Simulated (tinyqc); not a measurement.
Static screening by free carriers, step by step. Values are carried at full precision from step to step, so a last printed digit may differ when a step is redone from the rounded ones.

kF = (3 pi^2 n/Mv)^(1/3), EF = c kF^2/m with c = hbar^2/2m0, n in 1/angstrom^3 (1e-24 per 1/cm^3), e2 = e^2/(4 pi eps0). Thomas-Fermi: qTF^2 = 6 pi e2 n/(eps EF). Debye: qD^2 = 4 pi e2 n/(eps kB T).

Constants: hbar^2/2m0 = 3.80998211 eV angstrom^2; e^2/(4 pi eps0) = 14.39964547 eV angstrom; kB = 8.617333262e-05 eV/K; a0 (Bohr radius) = 0.5291772105 angstrom.

Values chosen for the exercise (a free-electron density near that of Al; not measured data): n = 1.77e+23 1/cm^3 (carrier density); m = 1 m0 (mass of one isotropic valley); Mv = 1 (valleys); eps = 1 (background dielectric constant); T = 300 K; q = 4.94 1/angstrom (wave vector).

## Fermi and screening wave vectors

Also the effective Bohr radius aB = a0 eps/m and rs = (3/(4 pi n))^(1/3)/aB.

kF = 1.7370 1/angstrom
EF at 0 K = 1.150e+04 meV
EF/kT = 445
qTF = 2.0443 1/angstrom
qD = 35.198 1/angstrom
aB = 0.5292 angstrom
rs = 2.09

The gas is degenerate, so the Thomas-Fermi value applies. With rs above 1 exchange and correlation, left out here, are not small.

## Lindhard function at one q

Lindhard at zero temperature: eps(q)/eps = 1 + (qTF/q)^2 L(x), x = q/(2 kF), L(x) = 1/2 + ((1 - x^2)/(4x)) ln|(1 + x)/(1 - x)|.

Compare with Thomas-Fermi, 1 + (qTF/q)^2.

x = 1.4220
L(x) = 0.1860
eps(q)/eps, Lindhard = 1.032
eps(q)/eps, Thomas-Fermi = 1.171

The carriers respond with 19 % of their long-wave strength at this q, beyond 2 kF, where no pair of states on the Fermi surface is joined by q.

## Checks

- L(x) at x = 0.7 against the integral over the Fermi sphere: both 0.81595.

Program tinyqc; command `OMP_NUM_THREADS=1 python tinyqc.py 1650394 1650395 out.jsonl`; about 0.01 s on one thread of a shared Intel(R) Xeon(R) Processor @ 2.30GHz.
